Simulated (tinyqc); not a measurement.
Deformation-potential model of the L valleys of a conduction band: one step. Conductivity mass tensor. Two cases, with inputs chosen for the exercise.

Task: With one scattering time for all valleys the conductivity goes as M = sum_i n_i (inverse mass tensor of valley i); along the unit vector u, 1/m_c = u.M.u. Without stress 1/m_c = (1/ml + 2/mt)/3. Take u along [110].

Valleys with axes along [111], [1-1-1], [-11-1] and [-1-11], one whole valley each. Herring-Vogt shift of a valley with unit axis a: dE = Xd tr(e) + Xu a.e.a. Non-degenerate shares n_i = exp(-dE_i/kT)/sum_j exp(-dE_j/kT). Inverse mass tensor of a valley: (1 - a a)/mt + a a/ml; the masses are taken as independent of strain.

Case 1.

Values chosen (out of a larger set: near those of Ge; not measured data): ml = 1.649 m0 (longitudinal mass); mt = 0.082 m0 (transverse mass).

shares: [111] 0.287795, [1-1-1] 0.212205, [-11-1] 0.212205, [-1-11] 0.287795

Case 2.

Values chosen (out of a larger set: near those of Ge; not measured data): ml = 1.566 m0 (longitudinal mass); mt = 0.085 m0 (transverse mass).

shares: [111] 0.548080, [1-1-1] 0.150640, [-11-1] 0.150640, [-1-11] 0.150640

Give: M; m_c along [110]; m_c without stress.

Result:

Case 1.

M (1/m0), rows x, y, z and columns alike:
```
[[8.332, -0.584, 0.000],
 [-0.584, 8.332, 0.000],
 [0.000, 0.000, 8.332]]
```

m_c along [110] = 0.1291 m0
m_c without stress = 0.1200 m0

The repopulation alone changes the mobility along [110] by -7.0 %; with all electrons in the valleys lightest or heaviest along this direction it would change by +46 or -46 %.

Case 2.

M (1/m0), rows x, y, z and columns alike:
```
[[8.056, -1.474, -1.474],
 [-1.474, 8.056, -1.474],
 [-1.474, -1.474, 8.056]]
```

m_c along [110] = 0.1519 m0
m_c without stress = 0.1241 m0

The repopulation alone changes the mobility along [110] by -18.3 %; with all electrons in the valleys lightest or heaviest along this direction it would change by +46 or -46 %.

Computed by tinyqc, one run a case: `OMP_NUM_THREADS=1 python tinyqc.py N N+1 out.jsonl` with N = 1050849, 1051429; one thread of a shared Intel(R) Xeon(R) Processor @ 2.30GHz, about 0.03 s a run at most.
